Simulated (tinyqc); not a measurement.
Worked calculation: heat flow across a film from the phonon Boltzmann equation in the relaxation-time approximation. Computed by tinyqc, a small Python program that keeps every step. Command: `OMP_NUM_THREADS=1 python tinyqc.py 3007720 3007721 out.jsonl slabbte walk`. One thread of a shared host (Intel(R) Xeon(R) Processor @ 2.30GHz), about 0.01 s of CPU time with the checks. Intermediate numbers are printed to about 6 digits and carried at full precision; extremes and crossings named in words are read from the listed rows.

Two black walls, hot at x = 0 and cold at x = L, emit phonons isotropically. For one free path Lambda, with tau = x/Lambda, tau_L = L/Lambda and phi = (T - T_cold)/Delta T, energy balance gives phi(tau) = (1/2) [E2(tau) + int_0^tau_L phi(s) E1(|tau - s|) ds]; E_n are the exponential integrals. The flux over the ballistic flux C v Delta T/4 is psi = 1 - 2 int_0^tau_L phi(s) E2(s) ds, and kappa_eff/kappa = (3/4) tau_L psi. kappa = C v Lambda/3 is an input, so at fixed kappa a longer free path means a smaller C v.

Inputs (values chosen for the exercise, modelled on gallium arsenide):

| quantity | value | unit |
|---|---|---|
| bulk conductivity kappa | 43.8 | W/(m K) |
| film thickness L | 58 | nm |
| wall temperature difference Delta T | 10 | K |
| free path Lambda_1 | 57 | nm |
| cells n in the small system | 6 | - |

Free-path groups: one.

## The small linear system for Lambda_1

Cut the film into n equal cells with constant phi, collocated at the centres c_i: the kernel integrates to A_ij = |E2(|c_i - e_j|) - E2(|c_i - e_(j+1)|)|/2 for cell edges e_j, and A_ii = 1 - E2(half a cell); solve (1 - A) phi = E2(c)/2; psi = 1 - 2 sum_j phi_j [E3(e_j) - E3(e_(j+1))].

optical thickness tau_L = 1.01754

1 - A:
```
           1          2          3          4          5          6
1   0.751371  -0.119096  -0.070092  -0.046935  -0.033220  -0.024283
2  -0.119096   0.751371  -0.119096  -0.070092  -0.046935  -0.033220
3  -0.070092  -0.119096   0.751371  -0.119096  -0.070092  -0.046935
4  -0.046935  -0.070092  -0.119096   0.751371  -0.119096  -0.070092
5  -0.033220  -0.046935  -0.070092  -0.119096   0.751371  -0.119096
6  -0.024283  -0.033220  -0.046935  -0.070092  -0.119096   0.751371
```

right-hand side E2(c)/2: 0.375686  0.256590  0.186498  0.139563  0.106343  0.0820601

flux weights E3(e_j) - E3(e_(j+1)): 0.130008  0.0876591  0.0635722  0.0475269  0.0361941  0.0279192

## Temperature profile and flux in the small system

In short, (1 - A) phi = b and psi = 1 - 2 sum_j w_j phi_j, with b the right-hand side and w_j the flux weights; the cells divide 0 to tau_L.

phi at the cell centres: 0.703550  0.618396  0.539040  0.460960  0.381604  0.296450

psi, small system = 0.552121

## Fine solution for Lambda_1

Use 150 and 300 cells and extrapolate psi = (4 psi(300) - psi(150))/3. The jump at the hot wall is 1 - phi there (linear extrapolation from the first two of 300 cells). Two-flux (diffusion with slip) formula: psi = 1/(1 + 3 tau_L/4).

psi for Lambda_1 = 0.549333

kappa_eff/kappa for Lambda_1 = 0.419228

jump at the wall / Delta T for Lambda_1 = 0.240335

psi, two-flux formula = 0.567164

The small system misses psi by +0.51 % and the two-flux formula by +3.2 %. Jumps at the walls and the gradient inside share Delta T.

## Conductivity, flux and boundary resistance of the film

Each group is solved on its own with 150 and 300 cells, psi = (4 psi(300) - psi(150))/3, and weighted by its share of kappa. Flux J = kappa_eff Delta T/L; apparent boundary resistance per wall (L/kappa_eff - L/kappa)/2.

kappa_eff = 18.3622 W/(m K)

kappa_eff/kappa = 0.419228

flux J = 3.16589 GW/m^2

apparent resistance per wall = 0.917234 m^2 K/GW

## Exact and approximate size effects

Two-flux: kappa_eff/kappa = sum f_i/(1 + 4 Lambda_i/(3 L)). Matthiessen with the thickness: sum f_i/(1 + Lambda_i/L). Ballistic limit: sum f_i 3 L/(4 Lambda_i).

Kappa_eff/kappa:

| L (nm) | Boltzmann | two-flux | Matthiessen | ballistic limit |
|---|---|---|---|---|
| 1.7 | 0.0217448 | 0.0218790 | 0.0289608 | 0.0223684 |
| 5.7 | 0.0686777 | 0.0697674 | 0.0909091 | 0.075 |
| 14 | 0.151548 | 0.155556 | 0.197183 | 0.184211 |
| 34 | 0.299078 | 0.309091 | 0.373626 | 0.447368 |
| 86 | 0.515931 | 0.530864 | 0.601399 | 1.13158 |
| 230 | 0.739600 | 0.751634 | 0.801394 | 3.02632 |
| 570 | 0.875620 | 0.882353 | 0.909091 | 7.5 |
| 1400 | 0.945549 | 0.948509 | 0.960879 | 18.4211 |

The two-flux formula lies above the Boltzmann result by at most about 3.3 % (at L = 34 nm); the Matthiessen form is high by up to 33 %, since it misses the factor 3/4 of the ballistic limit. The thinnest film reaches 97 % of that limit, and the thickest, 25 Lambda_1, only 95 % of the bulk value. Rows below about 10 nm are near the phonon wavelength, where a particle picture fails.

Checks made by the program: symmetry phi(tau) + phi(tau_L - tau) = 1 (relative difference below 1e-10); thick-film limit psi = 1/(3 tau_L/4 + 1.0657) at tau_L = 20 (relative difference 2e-04).
